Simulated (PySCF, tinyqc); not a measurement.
CIS on RHF in the sto-3g basis, for H6, spin multiplicity 1, step by step. The lowest restricted solution is unstable here: a spin-polarised one lies 0.0001 hartree lower (PySCF). Computed by tinyqc, a small Python program that keeps every step (integrals from PySCF). Settings: charge = 0, multiplicity = 1, basis = sto-3g, method = RHF, energy threshold = 1e-10, iteration cap = 59, orthogonalisation = symmetric, start = atomic densities, DIIS depth = 6. Command: `OMP_NUM_THREADS=1 python tinyqc.py 29986 29987 out.jsonl` (the two numbers bound the seeds that draw the settings). One thread of a shared host (Intel(R) Xeon(R) Processor @ 2.60GHz), about 0.08 s of CPU time with the checks. The early iterations of the SCF are left out here.

## One-electron integrals

Geometry (angstrom):
```
atom         x         y         z
H     0.000000  0.000000  0.000000
H     0.000000  0.000000  1.040000
H     0.000000  0.000000  2.210000
H     0.000000  0.000000  3.250000
H     0.000000  0.000000  4.420000
H     0.000000  0.000000  5.460000
```

Basis sto-3g: exponents (1/bohr^2) and contraction coefficients of normalised primitives:
```
element  l (shell)  exponent  coefficient
H            s (1)  3.425251     0.154329
H            s (1)  0.623914     0.535328
H            s (1)  0.168855     0.444635
```

Overlap, kinetic and nuclear-attraction integrals over the contracted functions; the nuclear repulsion is the sum of Za Zb / Rab.

nuclear repulsion = 4.20741038 hartree

overlap S, lower triangle:
```
          1H 1s     2H 1s     3H 1s     4H 1s     5H 1s     6H 1s
1H 1s  1.000000
2H 1s  0.473231  1.000000
3H 1s  0.083617  0.402323  1.000000
4H 1s  0.010621  0.083617  0.473231  1.000000
5H 1s  0.000581  0.007925  0.083617  0.402323  1.000000
6H 1s  0.000025  0.000581  0.010621  0.083617  0.473231  1.000000
```

kinetic energy T (hartree), lower triangle:
```
           1H 1s      2H 1s      3H 1s      4H 1s     5H 1s     6H 1s
1H 1s   0.760032
2H 1s   0.097138   0.760032
3H 1s  -0.011439   0.059749   0.760032
4H 1s  -0.004662  -0.011439   0.097138   0.760032
5H 1s  -0.000476  -0.003790  -0.011439   0.059749  0.760032
6H 1s  -0.000032  -0.000476  -0.004662  -0.011439  0.097138  0.760032
```

nuclear attraction V (hartree), lower triangle:
```
           1H 1s      2H 1s      3H 1s      4H 1s      5H 1s      6H 1s
1H 1s  -2.340961
2H 1s  -1.101235  -2.682961
3H 1s  -0.188607  -0.996183  -2.808918
4H 1s  -0.023550  -0.198594  -1.229002  -2.808918
5H 1s  -0.001273  -0.017924  -0.198594  -0.996183  -2.682961
6H 1s  -0.000055  -0.001273  -0.023550  -0.188607  -1.101235  -2.340961
```

core Hamiltonian H = T + V (hartree), lower triangle:
```
           1H 1s      2H 1s      3H 1s      4H 1s      5H 1s      6H 1s
1H 1s  -1.580929
2H 1s  -1.004098  -1.922929
3H 1s  -0.200046  -0.936434  -2.048886
4H 1s  -0.028212  -0.210032  -1.131864  -2.048886
5H 1s  -0.001749  -0.021714  -0.210032  -0.936434  -1.922929
6H 1s  -0.000087  -0.001749  -0.028212  -0.200046  -1.004098  -1.580929
```

## Two-electron integrals

Functions are numbered as in S; the eight-fold symmetry (ij|kl) = (ji|kl) = (kl|ij) leaves the list below.

Two-electron integrals (ij|kl) in chemists' order, unique and non-zero (hartree):
```
(11|11) 0.774606   (21|11) 0.291215   (21|21) 0.141984   (22|11) 0.465207
(22|21) 0.291215   (22|22) 0.774606   (31|11) 0.037090   (31|21) 0.020261
(31|22) 0.048263   (31|31) 0.003493   (32|11) 0.131323   (32|21) 0.083673
(32|22) 0.237887   (32|31) 0.017307   (32|32) 0.099334   (33|11) 0.239083
(33|21) 0.148448   (33|22) 0.426258   (33|31) 0.037090   (33|32) 0.237887
(33|33) 0.774606   (41|11) 0.003546   (41|21) 0.002084   (41|22) 0.005371
(41|31) 0.000405   (41|32) 0.002190   (41|33) 0.005371   (41|41) 0.000051
(42|11) 0.021427   (42|21) 0.013274   (42|22) 0.037090   (42|31) 0.002921
(42|32) 0.017307   (42|33) 0.048263   (42|41) 0.000405   (42|42) 0.003493
(43|11) 0.092362   (43|21) 0.054612   (43|22) 0.148448   (43|31) 0.013274
(43|32) 0.083673   (43|33) 0.291215   (43|41) 0.002084   (43|42) 0.020261
(43|43) 0.141984   (44|11) 0.162821   (44|21) 0.092362   (44|22) 0.239083
(44|31) 0.021427   (44|32) 0.131323   (44|33) 0.465207   (44|41) 0.003546
(44|42) 0.037090   (44|43) 0.291215   (44|44) 0.774606   (51|11) 0.000141
(51|21) 0.000085   (51|22) 0.000232   (51|31) 0.000019   (51|32) 0.000111
(51|33) 0.000317   (51|41) 2.65e-06   (51|42) 0.000023   (51|43) 0.000134
(51|44) 0.000245   (51|51) 1.53e-07   (52|11) 0.001582   (52|21) 0.000940
(52|22) 0.002550   (52|31) 0.000216   (52|32) 0.001309   (52|33) 0.004051
(52|41) 0.000032   (52|42) 0.000298   (52|43) 0.001936   (52|44) 0.004051
(52|51) 2.00e-06   (52|52) 0.000028   (53|11) 0.013595   (53|21) 0.007743
(53|22) 0.020156   (53|31) 0.001793   (53|32) 0.010919   (53|33) 0.037090
(53|41) 0.000283   (53|42) 0.002796   (53|43) 0.020261   (53|44) 0.048263
(53|51) 0.000019   (53|52) 0.000298   (53|53) 0.003493   (54|11) 0.055769
(54|21) 0.030732   (54|22) 0.076815   (54|31) 0.006763   (54|32) 0.039680
(54|33) 0.131323   (54|41) 0.001075   (54|42) 0.010919   (54|43) 0.083673
(54|44) 0.237887   (54|51) 0.000075   (54|52) 0.001309   (54|53) 0.017307
(54|54) 0.099334   (55|11) 0.119723   (55|21) 0.064436   (55|22) 0.156560
(55|31) 0.013595   (55|32) 0.076815   (55|33) 0.239083   (55|41) 0.002071
(55|42) 0.020156   (55|43) 0.148448   (55|44) 0.426258   (55|51) 0.000141
(55|52) 0.002550   (55|53) 0.037090   (55|54) 0.237887   (55|55) 0.774606
(61|11) 4.85e-06   (61|21) 2.85e-06   (61|22) 0.000008   (61|31) 6.60e-07
(61|32) 4.01e-06   (61|33) 0.000013   (61|41) 1.00e-07   (61|42) 9.36e-07
(61|43) 0.000006   (61|44) 0.000013   (61|51) 6.30e-09   (61|52) 9.00e-08
(61|53) 9.36e-07   (61|54) 4.01e-06   (61|55) 0.000008   (62|11) 0.000096
(62|21) 0.000054   (62|22) 0.000141   (62|31) 0.000012   (62|32) 0.000075
(62|33) 0.000245   (62|41) 1.94e-06   (62|42) 0.000019   (62|43) 0.000134
(62|44) 0.000317   (62|51) 1.28e-07   (62|52) 2.00e-06   (62|53) 0.000023
(62|54) 0.000111   (62|55) 0.000232   (62|61) 6.30e-09   (62|62) 1.53e-07
(63|11) 0.001488   (63|21) 0.000824   (63|22) 0.002071   (63|31) 0.000183
(63|32) 0.001075   (63|33) 0.003546   (63|41) 0.000029   (63|42) 0.000283
(63|43) 0.002084   (63|44) 0.005371   (63|51) 1.94e-06   (63|52) 0.000032
(63|53) 0.000405   (63|54) 0.002190   (63|55) 0.005371   (63|61) 1.00e-07
(63|62) 2.65e-06   (63|63) 0.000051   (64|11) 0.010267   (64|21) 0.005556
(64|22) 0.013595   (64|31) 0.001185   (64|32) 0.006763   (64|33) 0.021427
(64|41) 0.000183   (64|42) 0.001793   (64|43) 0.013274   (64|44) 0.037090
(64|51) 0.000012   (64|52) 0.000216   (64|53) 0.002921   (64|54) 0.017307
(64|55) 0.048263   (64|61) 6.60e-07   (64|62) 0.000019   (64|63) 0.000405
(64|64) 0.003493   (65|11) 0.050803   (65|21) 0.026959   (65|22) 0.064436
(65|31) 0.005556   (65|32) 0.030732   (65|33) 0.092362   (65|41) 0.000824
(65|42) 0.007743   (65|43) 0.054612   (65|44) 0.148448   (65|51) 0.000054
(65|52) 0.000940   (65|53) 0.013274   (65|54) 0.083673   (65|55) 0.291215
(65|61) 2.85e-06   (65|62) 0.000085   (65|63) 0.002084   (65|64) 0.020261
(65|65) 0.141984   (66|11) 0.096919   (66|21) 0.050803   (66|22) 0.119723
(66|31) 0.010267   (66|32) 0.055769   (66|33) 0.162821   (66|41) 0.001488
(66|42) 0.013595   (66|43) 0.092362   (66|44) 0.239083   (66|51) 0.000096
(66|52) 0.001582   (66|53) 0.021427   (66|54) 0.131323   (66|55) 0.465207
(66|61) 4.85e-06   (66|62) 0.000141   (66|63) 0.003546   (66|64) 0.037090
(66|65) 0.291215   (66|66) 0.774606
```

## Orthogonalisation

S = U s U^T; symmetric (Loewdin) form X = U s^(-1/2) U^T, so that X^T S X = 1.

eigenvalues of S: 0.314324  0.442750  0.658654  1.123396  1.545841  1.915035

X, lower triangle:
```
           1H 1s      2H 1s      3H 1s      4H 1s      5H 1s     6H 1s
1H 1s   1.105841
2H 1s  -0.296701   1.191541
3H 1s   0.047854  -0.269960   1.197167
4H 1s  -0.008889   0.051002  -0.317932   1.197167
5H 1s   0.001370  -0.007379   0.051002  -0.269960   1.191541
6H 1s  -0.000267   0.001370  -0.008889   0.047854  -0.296701  1.105841
```

## Iteration 8 (converged): orbitals

converged F (hartree), lower triangle:
```
           1H 1s      2H 1s      3H 1s      4H 1s      5H 1s      6H 1s
1H 1s  -0.234610
2H 1s  -0.459883  -0.303297
3H 1s  -0.114380  -0.325855  -0.306765
4H 1s   0.001365  -0.112913  -0.461517  -0.306765
5H 1s   0.002255  -0.012532  -0.112913  -0.325855  -0.303297
6H 1s  -0.006285   0.002255   0.001365  -0.114380  -0.459883  -0.234610
```

Diagonalise F' = X^T F X, C = X C', fill 3 alpha and 3 beta electrons from the bottom; D = 2 C_occ C_occ^T. Each column has its largest component positive (the first on a tie).

F' = X^T F X (hartree), lower triangle:
```
           1          2          3          4          5          6
1  -0.015617
2  -0.466344   0.041015
3   0.057655  -0.327605   0.044077
4   0.008917   0.061912  -0.484505   0.044077
5   0.003014  -0.008731   0.061912  -0.327605   0.041015
6  -0.008339   0.003014   0.008917   0.057655  -0.466344  -0.015617
```

orbital energies (hartree): MO1 -0.611351, MO2 -0.506337, MO3 -0.349222, MO4 0.227276, MO5 0.528474, MO6 0.850110

coefficients C:
```
            MO1        MO2        MO3        MO4        MO5        MO6
1H 1s  0.185980   0.368533   0.431418   0.583348  -0.659399   0.426214
2H 1s  0.284203   0.417386   0.278163  -0.338305   0.781381  -0.725241
3H 1s  0.382020   0.119958  -0.431066  -0.552273  -0.281959   0.938874
4H 1s  0.382020  -0.119958  -0.431066   0.552273  -0.281959  -0.938874
5H 1s  0.284203  -0.417386   0.278163   0.338305   0.781381   0.725241
6H 1s  0.185980  -0.368533   0.431418  -0.583348  -0.659399  -0.426214
```

D after iteration 8, lower triangle:
```
           1H 1s      2H 1s      3H 1s      4H 1s     5H 1s     6H 1s
1H 1s   0.713054
2H 1s   0.653363   0.664715
3H 1s  -0.141426   0.077467   0.692294
4H 1s  -0.318260  -0.122808   0.634735   0.692294
5H 1s   0.038079  -0.032131  -0.122808   0.077467  0.664715
6H 1s   0.169787   0.038079  -0.318260  -0.141426  0.653363  0.713054
```

## Convergence

Stop when the energy changes by less than 1e-10 hartree and every element of the error matrix X^T (F D S - S D F) X is below 3e-06.

Course of the cycle:
```
iteration  E (hartree)     change  largest element of the error matrix
1          -2.28986569          -                             3.30e-02
2          -3.12519892  -8.35e-01                             4.20e-02
3          -3.12624525  -1.05e-03                             3.91e-02
4          -3.13184974  -5.60e-03                             1.14e-02
5          -3.13233364  -4.84e-04                             1.20e-03
6          -3.13233921  -5.57e-06                             1.39e-04
7          -3.13233928  -7.06e-08                             1.60e-06
8          -3.13233928  -1.02e-11                             1.19e-08
```

PySCF RHF in the same basis = -3.13233928 hartree

Converged in 8 iterations.

## Integrals over molecular orbitals

(pq|rs) = sum C_ip C_jq C_kr C_ls (ij|kl), one index at a time.

one-electron integrals over orbitals h = C^T H C (hartree), lower triangle:
```
           1          2          3          4          5          6
1  -2.127328
2   0.000000  -1.910823
3   0.134301   0.000000  -1.834688
4   0.000000   0.180289   0.000000  -1.600673
5  -0.067812   0.000000  -0.150246   0.000000  -1.341636
6   0.000000   0.047614   0.000000   0.141359   0.000000  -1.248263
```

Two-electron integrals over orbitals (pq|rs), unique and non-zero (hartree):
```
(11|11) 0.402739    (21|21) 0.127876    (22|11) 0.320334    (22|22) 0.364664
(31|11) -0.077799   (31|22) 0.041430    (31|31) 0.112866    (32|21) 0.109102
(32|32) 0.130633    (33|11) 0.356656    (33|22) 0.328832    (33|31) -0.030260
(33|33) 0.357990    (41|21) -0.044411   (41|32) 0.011680    (41|41) 0.081892
(42|11) -0.067517   (42|22) -0.003123   (42|31) 0.055986    (42|33) -0.007473
(42|42) 0.080159    (43|21) 0.072888    (43|32) 0.071597    (43|41) -0.012979
(43|43) 0.092998    (44|11) 0.359501    (44|22) 0.330749    (44|31) -0.029393
(44|33) 0.351250    (44|42) -0.016559   (44|44) 0.364316    (51|11) 0.007162
(51|22) 0.032334    (51|31) 0.028450    (51|33) -0.014499   (51|42) -0.034354
(51|44) -0.006391   (51|51) 0.052425    (52|21) 0.033745    (52|32) -0.002617
(52|41) -0.054678   (52|43) -0.039029   (52|52) 0.089394    (53|11) 0.072265
(53|22) 0.006587    (53|31) -0.058726   (53|33) 0.018375    (53|42) -0.075880
(53|44) 0.014683    (53|51) 0.028998    (53|53) 0.080988    (54|21) -0.110823
(54|32) -0.125331   (54|41) -0.003576   (54|43) -0.073146   (54|52) 0.000430
(54|54) 0.133861    (55|11) 0.334909    (55|22) 0.370516    (55|31) 0.032773
(55|33) 0.341034    (55|42) -0.007478   (55|44) 0.348373    (55|51) 0.031733
(55|53) 0.009821    (55|55) 0.393386    (61|21) 0.001427    (61|32) -0.020453
(61|41) -0.029854   (61|43) 0.047768    (61|52) -0.034442   (61|54) 0.018104
(61|61) 0.069767    (62|11) -0.010081   (62|22) -0.034561   (62|31) -0.026669
(62|33) 0.006690    (62|42) 0.030766    (62|44) 0.008749    (62|51) -0.048550
(62|53) -0.032744   (62|55) -0.034202   (62|62) 0.050621    (63|21) -0.046022
(63|32) 0.004845    (63|41) 0.077714    (63|43) -0.014573   (63|52) -0.054830
(63|54) -0.005712   (63|61) -0.028894   (63|63) 0.082371    (64|11) -0.080346
(64|22) 0.035022    (64|31) 0.109282    (64|33) -0.032186   (64|42) 0.058226
(64|44) -0.033187   (64|51) 0.025918    (64|53) -0.060364   (64|55) 0.035778
(64|62) -0.026189   (64|64) 0.118015    (65|21) -0.131313   (65|32) -0.114076
(65|41) 0.045456    (65|43) -0.077570   (65|52) -0.035102   (65|54) 0.119502
(65|61) -0.002088   (65|63) 0.050511    (65|65) 0.147234    (66|11) 0.427715
(66|22) 0.341213    (66|31) -0.083164   (66|33) 0.381637    (66|42) -0.073720
(66|44) 0.389210    (66|51) 0.008262    (66|53) 0.080490    (66|55) 0.365245
(66|62) -0.011877   (66|64) -0.091412   (66|66) 0.477135
```

## CIS matrix, singlets

A(ia,jb) = (e_a - e_i) d_ij d_ab + 2 (ia|jb) - (ij|ab).

CIS matrix A, singlet (hartree), lower triangle:
```
          1>4       1>5        1>6        2>4       2>5       2>6       3>4       3>5
1>4  0.642911
1>5  0.000000  0.909767
1>6  0.020637  0.000000   1.173280
2>4  0.000000  0.042115   0.000000   0.563182
2>5  0.001467  0.000000   0.062429   0.000000  0.843083
2>6  0.000000  0.034213   0.000000   0.026510  0.000000  1.116474
3>4  0.003435  0.000000  -0.013745   0.000000  0.047274  0.000000  0.411244
3>5  0.000000  0.025222   0.000000  -0.026428  0.000000  0.048587  0.000000  0.698638
3>6  0.046147  0.000000   0.025376   0.000000  0.004415  0.000000  0.003041  0.000000

          3>6
3>6  0.982437
```

## CIS singlet states

dipole integrals <i|r|a> (bohr):
```
            x         y          z
1>4  0.000000  0.000000  -0.097911
1>5  0.000000  0.000000   0.000000
1>6  0.000000  0.000000  -0.207229
2>4  0.000000  0.000000   0.000000
2>5  0.000000  0.000000   0.614114
2>6  0.000000  0.000000   0.000000
3>4  0.000000  0.000000  -2.318515
3>5  0.000000  0.000000   0.000000
3>6  0.000000  0.000000  -0.106811
```

Diagonalise A (1 hartree = 27.211386 eV); each vector has its largest component positive (the first on a tie). The transition dipole is mu = sqrt2 sum c_ia <i|r|a>.

singlet excitation energies (eV): 11.034519  14.979984  17.313429  19.010231  22.784626  24.736736  26.793809  30.745777  32.360188

lowest vectors:
```
       state 1    state 2    state 3    state 4    state 5    state 6
1>4  -0.015215   0.000000   0.990891   0.000000  -0.008972   0.000000
1>5   0.000000  -0.123003   0.000000  -0.055665   0.000000   0.975214
1>6   0.027372   0.000000  -0.031741   0.000000  -0.176564   0.000000
2>4   0.000000   0.967870   0.000000  -0.224627   0.000000   0.099686
2>5  -0.111123   0.000000   0.001744   0.000000   0.977611   0.000000
2>6   0.000000  -0.056100   0.000000  -0.093784   0.000000  -0.187885
3>4   0.993303   0.000000   0.015676   0.000000   0.114103   0.000000
3>5   0.000000   0.212018   0.000000   0.968323   0.000000   0.060989
3>6  -0.004372   0.000000  -0.129921   0.000000   0.001595   0.000000
```

oscillator strengths 2/3 w |mu|^2: 3.049646  0.000000  0.010611  0.000000  0.155421  0.000000

## CIS matrix, triplets

A(ia,jb) = (e_a - e_i) d_ij d_ab - (ij|ab).

CIS matrix A, triplet (hartree), lower triangle:
```
           1>4        1>5        1>6        2>4       2>5       2>6       3>4       3>5
1>4   0.479127
1>5   0.000000   0.804916
1>6   0.080346   0.000000   1.033746
2>4   0.000000   0.110823   0.000000   0.402864
2>5   0.110823   0.000000   0.131313   0.000000  0.664295
2>6   0.000000   0.131313   0.000000  -0.035022  0.000000  1.015233
3>4   0.029393   0.000000  -0.109282   0.000000  0.125331  0.000000  0.225249
3>5   0.000000  -0.032773   0.000000   0.125331  0.000000  0.114076  0.000000  0.536663
3>6  -0.109282   0.000000   0.083164   0.000000  0.114076  0.000000  0.032186  0.000000

          3>6
3>6  0.817695
```

## CIS triplet states

Diagonalise A (1 hartree = 27.211386 eV); each vector has its largest component positive (the first on a tie).

triplet excitation energies (eV): 4.578127  7.727249  10.215958  16.244544  18.950848  21.338962  23.131560  29.783859  30.747178

lowest vectors:
```
       state 1    state 2    state 3    state 4    state 5    state 6
1>4  -0.048501   0.000000   0.848906   0.000000   0.447516   0.000000
1>5   0.000000  -0.245104   0.000000  -0.050580   0.000000   0.878756
1>6   0.167380   0.000000  -0.072702   0.000000  -0.263542   0.000000
2>4   0.000000   0.810446   0.000000   0.534913   0.000000   0.233402
2>5  -0.266034   0.000000  -0.403104   0.000000   0.776431   0.000000
2>6   0.000000   0.161895   0.000000  -0.164917   0.000000  -0.378779
3>4   0.947612   0.000000  -0.046465   0.000000   0.280481   0.000000
3>5   0.000000  -0.506845   0.000000   0.827111   0.000000  -0.172734
3>6  -0.029828   0.000000   0.330788   0.000000  -0.220817   0.000000
```
